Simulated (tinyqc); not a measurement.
Lattice vibrations of a chain, step by step. Computed by tinyqc, a small Python program that keeps every step. Command: `OMP_NUM_THREADS=1 python tinyqc.py 20146 20147 out.jsonl` (the two numbers bound the seeds that draw the settings). One thread of a shared host (Intel(R) Xeon(R) Processor @ 2.60GHz), about 0.01 s of CPU time with the checks.

## Dynamical matrix at q = 0.24

A chain moving along its axis:
```
atom    mass (u)  spring to the next atom (eV/angstrom^2)
1      51.600000                                24.500000
2     102.400000                                13.900000
```

q is in units of 2 pi/a. A spring k from atom i to atom j, n cells on, adds k to Phi_ii and Phi_jj, -k exp(2 pi i q n) to Phi_ij and the conjugate to Phi_ji (for one atom a cell: 2k (1 - cos 2 pi q n)); D_ij = Phi_ij / sqrt(m_i m_j).

D(q) (eV/(angstrom^2 u)):
```
                     1                    2
1             0.744186  -0.349055+0.190846i
2  -0.349055-0.190846i             0.375000
```

## Frequencies

omega^2 are the eigenvalues; wavenumber = 521.4708 sqrt(eigenvalue) 1/cm.

eigenvalues: 0.121032  0.998154

wavenumbers (1/cm): 181.4  521.0

weights |e|^2 of the mass-weighted modes:
```
          mode 1    mode 2
atom 1  0.289547  0.710453
atom 2  0.710453  0.289547
```

## Dispersion and heat capacity

C/k_B per atom = mean over q = (j + 1/2)/80, j = 0..39 and all branches of y^2 e^y/(e^y - 1)^2, y = hc wavenumber / k_B T.

Wavenumbers (1/cm):
```
q           branch 1    branch 2
0.000000    0.000000  551.672282
0.062500   49.020935  549.489996
0.125000   97.303121  543.023397
0.187500  144.044432  532.534984
0.250000  188.278380  518.549476
0.312500  228.668323  502.048907
0.375000  263.061127  484.913549
0.437500  287.682291  470.724130
0.500000  296.986542  464.909992
```

Heat capacity:
```
T (K)  C/k_B per atom
20           0.058446
50           0.151102
100          0.315693
200          0.605900
300          0.773366
600          0.931859
1200         0.982082
```

zero-point energy per atom = 21.388458 meV
